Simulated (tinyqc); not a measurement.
Inside a calculation (part 1 of 2). Method: UKS/LDA (VWN5) in the sto-6g basis, for BeH, spin multiplicity 2. Computed by tinyqc, a small Python program that keeps every step (integrals from PySCF). Settings: charge = 0, multiplicity = 2, basis = sto-6g, energy threshold = 1e-09, iteration cap = 54, orthogonalisation = symmetric, start = core, DIIS depth = 8, DIIS from iteration = 2, method = UKS, functional = lda,vwn, grid = [15, 50]. Command: `OMP_NUM_THREADS=1 python tinyqc.py 26258 26259 out.jsonl` (the two numbers bound the seeds that draw the settings). One thread of a shared host (Intel(R) Xeon(R) Processor @ 2.60GHz), about 1 s of CPU time with the checks. Later iterations appear only in the table of the cycle.

## One-electron integrals

Geometry (angstrom):
```
atom         x         y         z
Be    0.000000  0.000000  0.000000
H     0.000000  0.000000  1.609000
```

Basis sto-6g: exponents (1/bohr^2) and contraction coefficients of normalised primitives:
```
element  l (shell)    exponent  coefficient
Be           s (1)  312.870494     0.009164
Be           s (1)   57.364463     0.049361
Be           s (1)   16.048509     0.168538
Be           s (1)    5.513096     0.370563
Be           s (1)    2.140897     0.416492
Be           s (1)    0.881739     0.130334
Be           s (2)   13.633247    -0.013253
Be           s (2)    2.698375    -0.046992
Be           s (2)    0.838653    -0.033785
Be           s (2)    0.322660     0.250242
Be           s (2)    0.140131     0.595117
Be           s (2)    0.064233     0.240706
Be           p (3)   13.633247     0.003760
Be           p (3)    2.698375     0.037679
Be           p (3)    0.838653     0.173897
Be           p (3)    0.322660     0.418036
Be           p (3)    0.140131     0.425860
Be           p (3)    0.064233     0.101708
H            s (1)   35.523221     0.009164
H            s (1)    6.513144     0.049361
H            s (1)    1.822143     0.168538
H            s (1)    0.625955     0.370563
H            s (1)    0.243077     0.416492
H            s (1)    0.100112     0.130334
```

Overlap, kinetic and nuclear-attraction integrals over the contracted functions; the nuclear repulsion is the sum of Za Zb / Rab.

nuclear repulsion = 1.31554310 hartree

overlap S:
```
           1Be 1s    1Be 2s   1Be 2px   1Be 2py   1Be 2pz     2H 1s
1Be 1s   1.000000  0.254764  0.000000  0.000000  0.000000  0.039570
1Be 2s   0.254764  1.000000  0.000000  0.000000  0.000000  0.357629
1Be 2px  0.000000  0.000000  1.000000  0.000000  0.000000  0.000000
1Be 2py  0.000000  0.000000  0.000000  1.000000  0.000000  0.000000
1Be 2pz  0.000000  0.000000  0.000000  0.000000  1.000000  0.440332
2H 1s    0.039570  0.357629  0.000000  0.000000  0.440332  1.000000
```

kinetic energy T (hartree):
```
            1Be 1s     1Be 2s   1Be 2px   1Be 2py   1Be 2pz      2H 1s
1Be 1s    6.768753  -0.207382  0.000000  0.000000  0.000000  -0.011799
1Be 2s   -0.207382   0.220121  0.000000  0.000000  0.000000   0.034413
1Be 2px   0.000000   0.000000  0.661265  0.000000  0.000000   0.000000
1Be 2py   0.000000   0.000000  0.000000  0.661265  0.000000   0.000000
1Be 2pz   0.000000   0.000000  0.000000  0.000000  0.661265   0.115750
2H 1s    -0.011799   0.034413  0.000000  0.000000  0.115750   0.768522
```

nuclear attraction V (hartree):
```
             1Be 1s     1Be 2s    1Be 2px    1Be 2py    1Be 2pz      2H 1s
1Be 1s   -15.043677  -1.734521   0.000000   0.000000  -0.013148  -0.294055
1Be 2s    -1.734521  -2.619092   0.000000   0.000000  -0.117871  -0.883762
1Be 2px    0.000000   0.000000  -2.589950   0.000000   0.000000   0.000000
1Be 2py    0.000000   0.000000   0.000000  -2.589950   0.000000   0.000000
1Be 2pz   -0.013148  -0.117871   0.000000   0.000000  -2.677084  -1.073969
2H 1s     -0.294055  -0.883762   0.000000   0.000000  -1.073969  -2.551774
```

core Hamiltonian H = T + V (hartree):
```
            1Be 1s     1Be 2s    1Be 2px    1Be 2py    1Be 2pz      2H 1s
1Be 1s   -8.274924  -1.941904   0.000000   0.000000  -0.013148  -0.305854
1Be 2s   -1.941904  -2.398971   0.000000   0.000000  -0.117871  -0.849348
1Be 2px   0.000000   0.000000  -1.928685   0.000000   0.000000   0.000000
1Be 2py   0.000000   0.000000   0.000000  -1.928685   0.000000   0.000000
1Be 2pz  -0.013148  -0.117871   0.000000   0.000000  -2.015818  -0.958219
2H 1s    -0.305854  -0.849348   0.000000   0.000000  -0.958219  -1.783252
```

## Two-electron integrals

Functions are numbered as in S; the eight-fold symmetry (ij|kl) = (ji|kl) = (kl|ij) leaves the list below.

Two-electron integrals (ij|kl) in chemists' order, unique and non-zero (hartree):
```
(11|11) 2.299996   (21|11) 0.361879   (21|21) 0.071926   (22|11) 0.570332
(22|21) 0.139654   (22|22) 0.417773   (31|31) 0.015252   (32|31) 0.022555
(32|32) 0.092340   (33|11) 0.570332   (33|21) 0.139654   (33|22) 0.417773
(33|33) 0.450117   (41|41) 0.015252   (42|41) 0.022555   (42|42) 0.092340
(43|43) 0.024258   (44|11) 0.570332   (44|21) 0.139654   (44|22) 0.417773
(44|33) 0.401601   (44|44) 0.450117   (51|51) 0.015252   (52|51) 0.022555
(52|52) 0.092340   (53|53) 0.024258   (54|54) 0.024258   (55|11) 0.570332
(55|21) 0.139654   (55|22) 0.417773   (55|33) 0.401601   (55|44) 0.401601
(55|55) 0.450117   (61|11) 0.057377   (61|21) 0.011093   (61|22) 0.021523
(61|33) 0.021345   (61|44) 0.021345   (61|51) 0.001102   (61|52) 0.002161
(61|55) 0.021879   (61|61) 0.001810   (62|11) 0.157761   (62|21) 0.039362
(62|22) 0.130643   (62|33) 0.125497   (62|44) 0.125497   (62|51) 0.005441
(62|52) 0.033706   (62|55) 0.140934   (62|61) 0.006753   (62|62) 0.064295
(63|31) 0.003523   (63|32) 0.016671   (63|53) 0.005624   (63|63) 0.005396
(64|41) 0.003523   (64|42) 0.016671   (64|54) 0.005624   (64|64) 0.005396
(65|11) 0.176672   (65|21) 0.044583   (65|22) 0.154317   (65|33) 0.145290
(65|44) 0.145290   (65|51) 0.008721   (65|52) 0.052337   (65|55) 0.172371
(65|61) 0.007980   (65|62) 0.085960   (65|65) 0.117891   (66|11) 0.327883
(66|21) 0.083355   (66|22) 0.309947   (66|33) 0.288145   (66|44) 0.288145
(66|51) 0.012670   (66|52) 0.103448   (66|55) 0.353554   (66|61) 0.014683
(66|62) 0.199428   (66|65) 0.281684   (66|66) 0.774999
```

## Orthogonalisation

S = U s U^T; symmetric (Loewdin) form X = U s^(-1/2) U^T, so that X^T S X = 1.

eigenvalues of S: 0.418004  0.799172  1.000000  1.000000  1.178027  1.604796

X:
```
            1Be 1s     1Be 2s   1Be 2px   1Be 2py    1Be 2pz      2H 1s
1Be 1s    1.026508  -0.140217  0.000000  0.000000  -0.008817   0.021251
1Be 2s   -0.140217   1.092516  0.000000  0.000000   0.080297  -0.232918
1Be 2px   0.000000   0.000000  1.000000  0.000000   0.000000   0.000000
1Be 2py   0.000000   0.000000  0.000000  1.000000   0.000000   0.000000
1Be 2pz  -0.008817   0.080297  0.000000  0.000000   1.096306  -0.280500
2H 1s     0.021251  -0.232918  0.000000  0.000000  -0.280500   1.160729
```

## Starting guess

The start is the orbitals of the core Hamiltonian; D(s) = C_occ C_occ^T for each spin.

D(alpha) at the start:
```
            1Be 1s     1Be 2s   1Be 2px   1Be 2py    1Be 2pz      2H 1s
1Be 1s    1.048541  -0.178050  0.000000  0.000000  -0.110879  -0.001613
1Be 2s   -0.178050   0.633537  0.000000  0.000000   0.471720   0.039618
1Be 2px   0.000000   0.000000  0.131893  0.338374   0.000000   0.000000
1Be 2py   0.000000   0.000000  0.338374  0.868107   0.000000   0.000000
1Be 2pz  -0.110879   0.471720  0.000000  0.000000   0.351705   0.029706
2H 1s    -0.001613   0.039618  0.000000  0.000000   0.029706   0.002568
```

D(beta) at the start:
```
            1Be 1s     1Be 2s   1Be 2px   1Be 2py    1Be 2pz      2H 1s
1Be 1s    1.048541  -0.178050  0.000000  0.000000  -0.110879  -0.001613
1Be 2s   -0.178050   0.633537  0.000000  0.000000   0.471720   0.039618
1Be 2px   0.000000   0.000000  0.000000  0.000000   0.000000   0.000000
1Be 2py   0.000000   0.000000  0.000000  0.000000   0.000000   0.000000
1Be 2pz  -0.110879   0.471720  0.000000  0.000000   0.351705   0.029706
2H 1s    -0.001613   0.039618  0.000000  0.000000   0.029706   0.002568
```

## Iteration 1: exchange-correlation on the grid

Becke grid with 15 radial and 50 angular points per atom, points of zero weight dropped. rho = sum D_ij phi_i phi_j; V_xc,ij = sum w v_xc phi_i phi_j; v_xc is d(rho eps)/d rho(s) for spin s.

The 16 grid points with the largest w rho, of 1491 (bohr, atomic units):
```
x                  y         z         w  rho(alpha)  rho(beta)     eps_xc  v_xc(alpha)
0.000000    1.446611  1.446611  0.802860    0.029836   0.019335  -0.320843    -0.433821
0.000000   -1.446611  1.446611  0.802860    0.029836   0.019335  -0.320843    -0.433821
1.181153    1.181153  1.181153  0.792926    0.029432   0.015909  -0.314858    -0.429319
-1.181153  -1.181153  1.181153  0.792926    0.029432   0.015909  -0.314858    -0.429319
-0.616837  -1.850511  0.616837  0.778489    0.031892   0.009951  -0.315103    -0.433688
0.616837    1.850511  0.616837  0.778489    0.031892   0.009951  -0.315103    -0.433688
1.446611    0.000000  1.446611  0.802860    0.020930   0.019335  -0.300053    -0.394521
-1.446611   0.000000  1.446611  0.802860    0.020930   0.019335  -0.300053    -0.394521
0.000000    0.989949  0.989949  0.310407    0.060125   0.038332  -0.397175    -0.539575
0.000000   -0.989949  0.989949  0.310407    0.060125   0.038332  -0.397175    -0.539575
0.422116    0.422116  1.266348  0.271560    0.057577   0.049924  -0.405413    -0.537994
-0.422116  -0.422116  1.266348  0.271560    0.057577   0.049924  -0.405413    -0.537994
0.616837    0.616837  1.850511  0.507330    0.029550   0.025862  -0.330877    -0.437690
-0.616837  -0.616837  1.850511  0.507330    0.029550   0.025862  -0.330877    -0.437690
-0.422116   0.422116  1.266348  0.271560    0.051399   0.049924  -0.397821    -0.521703
0.422116   -0.422116  1.266348  0.271560    0.051399   0.049924  -0.397821    -0.521703
```

electrons on the grid, sum of w rho = 5.003419

E_xc = sum of w rho eps_xc = -3.05816250 hartree

V_xc(alpha) (hartree):
```
            1Be 1s     1Be 2s    1Be 2px    1Be 2py    1Be 2pz      2H 1s
1Be 1s   -1.435598  -0.197554   0.000000   0.000000  -0.009208  -0.033320
1Be 2s   -0.197554  -0.336197   0.000000   0.000000  -0.066845  -0.119462
1Be 2px   0.000000   0.000000  -0.318438  -0.021442   0.000000   0.000000
1Be 2py   0.000000   0.000000  -0.021442  -0.365203   0.000000   0.000000
1Be 2pz  -0.009208  -0.066845   0.000000   0.000000  -0.324907  -0.145027
2H 1s    -0.033320  -0.119462   0.000000   0.000000  -0.145027  -0.278942
```

V_xc(beta) (hartree):
```
            1Be 1s     1Be 2s    1Be 2px    1Be 2py    1Be 2pz      2H 1s
1Be 1s   -1.424940  -0.188236   0.000000   0.000000  -0.010835  -0.032271
1Be 2s   -0.188236  -0.290992   0.000000   0.000000  -0.079733  -0.113800
1Be 2px   0.000000   0.000000  -0.282630  -0.006983   0.000000   0.000000
1Be 2py   0.000000   0.000000  -0.006983  -0.297625   0.000000   0.000000
1Be 2pz  -0.010835  -0.079733   0.000000   0.000000  -0.292670  -0.141969
2H 1s    -0.032271  -0.113800   0.000000   0.000000  -0.141969  -0.276010
```

## Iteration 1: building the Kohn-Sham matrix

J_ij = sum D_kl (ij|kl) with D = D(alpha) + D(beta); F = H + J + V_xc; E = tr D H + tr D J / 2 + E_xc + E_nn.

Coulomb J (hartree):
```
           1Be 1s    1Be 2s   1Be 2px   1Be 2py   1Be 2pz     2H 1s
1Be 1s   6.307021  1.134396  0.000000  0.000000  0.037750  0.182101
1Be 2s   1.134396  2.378052  0.000000  0.000000  0.176308  0.775540
1Be 2px  0.000000  0.000000  2.354906  0.016416  0.000000  0.000000
1Be 2py  0.000000  0.000000  0.016416  2.390624  0.000000  0.000000
1Be 2pz  0.037750  0.176308  0.000000  0.000000  2.388630  0.924724
2H 1s    0.182101  0.775540  0.000000  0.000000  0.924724  1.816331
```

F(alpha) (hartree):
```
            1Be 1s     1Be 2s    1Be 2px    1Be 2py    1Be 2pz      2H 1s
1Be 1s   -3.403501  -1.005061   0.000000   0.000000   0.015394  -0.157073
1Be 2s   -1.005061  -0.357115   0.000000   0.000000  -0.008408  -0.193270
1Be 2px   0.000000   0.000000   0.107783  -0.005025   0.000000   0.000000
1Be 2py   0.000000   0.000000  -0.005025   0.096736   0.000000   0.000000
1Be 2pz   0.015394  -0.008408   0.000000   0.000000   0.047904  -0.178522
2H 1s    -0.157073  -0.193270   0.000000   0.000000  -0.178522  -0.245863
```

F(beta) (hartree):
```
            1Be 1s     1Be 2s   1Be 2px   1Be 2py    1Be 2pz      2H 1s
1Be 1s   -3.392843  -0.995744  0.000000  0.000000   0.013767  -0.156024
1Be 2s   -0.995744  -0.311910  0.000000  0.000000  -0.021297  -0.187609
1Be 2px   0.000000   0.000000  0.143591  0.009434   0.000000   0.000000
1Be 2py   0.000000   0.000000  0.009434  0.164314   0.000000   0.000000
1Be 2pz   0.013767  -0.021297  0.000000  0.000000   0.080141  -0.175464
2H 1s    -0.156024  -0.187609  0.000000  0.000000  -0.175464  -0.242931
```

total energy of this density = -14.53848859 hartree

## Iteration 1: diagonalisation and new density

Diagonalise F' = X^T F X, C = X C', fill 3 alpha and 2 beta electrons from the bottom; D(s) = C_occ C_occ^T. Each column has its largest component positive (the first on a tie).

F' = X^T F X (alpha) (hartree):
```
           1          2          3          4          5          6
1  -3.310069  -0.573128   0.000000   0.000000   0.003090  -0.005260
2  -0.573128  -0.105307   0.000000   0.000000   0.067062  -0.143921
3   0.000000   0.000000   0.107783  -0.005025   0.000000   0.000000
4   0.000000   0.000000  -0.005025   0.096736   0.000000   0.000000
5   0.003090   0.067062   0.000000   0.000000   0.153034  -0.197725
6  -0.005260  -0.143921   0.000000   0.000000  -0.197725  -0.126722
```

orbital energies (alpha) (hartree): MO1 -3.409797, MO2 -0.267658, MO3 -0.018311, MO4 0.094792, MO5 0.109727, MO6 0.306702

coefficients C (alpha):
```
               MO1        MO2        MO3       MO4        MO5        MO6
1Be 1s    0.987480  -0.109216  -0.264261  0.000000   0.000000  -0.130498
1Be 2s    0.046684   0.241167   0.925332  0.000000   0.000000   0.597804
1Be 2px   0.000000   0.000000   0.000000  0.360775   0.932653   0.000000
1Be 2py   0.000000   0.000000   0.000000  0.932653  -0.360775   0.000000
1Be 2pz  -0.001350   0.168098  -0.446765  0.000000   0.000000   1.029191
2H 1s    -0.007664   0.813277  -0.243056  0.000000   0.000000  -0.871848
```

F' = X^T F X (beta) (hartree):
```
           1          2         3         4          5          6
1  -3.300619  -0.570785  0.000000  0.000000   0.003104  -0.005468
2  -0.570785  -0.058781  0.000000  0.000000   0.055959  -0.144535
3   0.000000   0.000000  0.143591  0.009434   0.000000   0.000000
4   0.000000   0.000000  0.009434  0.164314   0.000000   0.000000
5   0.003104   0.055959  0.000000  0.000000   0.187920  -0.200853
6  -0.005468  -0.144535  0.000000  0.000000  -0.200853  -0.124536
```

orbital energies (beta) (hartree): MO1 -3.398483, MO2 -0.260989, MO3 0.031876, MO4 0.139940, MO5 0.167965, MO6 0.331581

coefficients C (beta):
```
               MO1        MO2        MO3        MO4       MO5        MO6
1Be 1s    0.988253  -0.099583  -0.266571   0.000000  0.000000  -0.127625
1Be 2s    0.043993   0.207569   0.940190   0.000000  0.000000   0.587343
1Be 2px   0.000000   0.000000   0.000000   0.932585  0.360949   0.000000
1Be 2py   0.000000   0.000000   0.000000  -0.360949  0.932585   0.000000
1Be 2pz  -0.000907   0.164685  -0.427064   0.000000  0.000000   1.038068
2H 1s    -0.007201   0.832283  -0.233800   0.000000  0.000000  -0.856309
```

D(alpha) after iteration 1:
```
            1Be 1s     1Be 2s   1Be 2px   1Be 2py    1Be 2pz      2H 1s
1Be 1s    1.056879  -0.224769  0.000000  0.000000   0.098370  -0.032161
1Be 2s   -0.224769   0.916580  0.000000  0.000000  -0.372929  -0.029130
1Be 2px   0.000000   0.000000  0.000000  0.000000   0.000000   0.000000
1Be 2py   0.000000   0.000000  0.000000  0.000000   0.000000   0.000000
1Be 2pz   0.098370  -0.372929  0.000000  0.000000   0.227857   0.245309
2H 1s    -0.032161  -0.029130  0.000000  0.000000   0.245309   0.720555
```

D(beta) after iteration 1:
```
            1Be 1s    1Be 2s   1Be 2px   1Be 2py    1Be 2pz      2H 1s
1Be 1s    0.986560  0.022806  0.000000  0.000000  -0.017296  -0.089997
1Be 2s    0.022806  0.045020  0.000000  0.000000   0.034144   0.172439
1Be 2px   0.000000  0.000000  0.000000  0.000000   0.000000   0.000000
1Be 2py   0.000000  0.000000  0.000000  0.000000   0.000000   0.000000
1Be 2pz  -0.017296  0.034144  0.000000  0.000000   0.027122   0.137071
2H 1s    -0.089997  0.172439  0.000000  0.000000   0.137071   0.692747
```

## Iteration 2: exchange-correlation on the grid

As before.

The 16 grid points with the largest w rho, of 1491 (bohr, atomic units):
```
x                  y          z         w  rho(alpha)  rho(beta)     eps_xc  v_xc(alpha)
0.616837    0.616837   1.850511  0.507330    0.021668   0.021231  -0.305839    -0.399867
-0.616837   0.616837   1.850511  0.507330    0.021668   0.021231  -0.305839    -0.399867
0.616837   -0.616837   1.850511  0.507330    0.021668   0.021231  -0.305839    -0.399867
-0.616837  -0.616837   1.850511  0.507330    0.021668   0.021231  -0.305839    -0.399867
0.000000    0.000000   2.045816  0.171506    0.055738   0.054334  -0.408072    -0.535046
0.000000   -0.220633   0.220633  0.005498    1.666337   1.575654  -1.174896    -1.559819
-0.220633   0.000000   0.220633  0.005498    1.666337   1.575654  -1.174896    -1.559819
0.220633    0.000000   0.220633  0.005498    1.666337   1.575654  -1.174896    -1.559819
0.000000    0.220633   0.220633  0.005498    1.666337   1.575654  -1.174896    -1.559819
-0.220633  -0.220633   0.000000  0.005498    1.640277   1.579950  -1.172292    -1.552528
0.220633   -0.220633   0.000000  0.005498    1.640277   1.579950  -1.172292    -1.552528
-0.220633   0.220633   0.000000  0.005498    1.640277   1.579950  -1.172292    -1.552528
0.220633    0.220633   0.000000  0.005498    1.640277   1.579950  -1.172292    -1.552528
-0.220633   0.000000  -0.220633  0.005498    1.621697   1.585160  -1.170696    -1.547327
0.000000   -0.220633  -0.220633  0.005498    1.621697   1.585160  -1.170696    -1.547327
0.000000    0.220633  -0.220633  0.005498    1.621697   1.585160  -1.170696    -1.547327
```

electrons on the grid, sum of w rho = 5.003174

E_xc = sum of w rho eps_xc = -3.07712720 hartree

V_xc(alpha) (hartree):
```
            1Be 1s     1Be 2s    1Be 2px    1Be 2py    1Be 2pz      2H 1s
1Be 1s   -1.423778  -0.188496   0.000000   0.000000   0.004417  -0.030742
1Be 2s   -0.188496  -0.312005   0.000000   0.000000   0.007165  -0.130959
1Be 2px   0.000000   0.000000  -0.293365   0.000000   0.000000   0.000000
1Be 2py   0.000000   0.000000   0.000000  -0.293365   0.000000   0.000000
1Be 2pz   0.004417   0.007165   0.000000   0.000000  -0.349232  -0.173014
2H 1s    -0.030742  -0.130959   0.000000   0.000000  -0.173014  -0.483785
```

V_xc(beta) (hartree):
```
            1Be 1s     1Be 2s    1Be 2px    1Be 2py    1Be 2pz      2H 1s
1Be 1s   -1.403129  -0.179365   0.000000   0.000000  -0.001534  -0.029960
1Be 2s   -0.179365  -0.252113   0.000000   0.000000  -0.036361  -0.126586
1Be 2px   0.000000   0.000000  -0.235088   0.000000   0.000000   0.000000
1Be 2py   0.000000   0.000000   0.000000  -0.235088   0.000000   0.000000
1Be 2pz  -0.001534  -0.036361   0.000000   0.000000  -0.286104  -0.172531
2H 1s    -0.029960  -0.126586   0.000000   0.000000  -0.172531  -0.480207
```
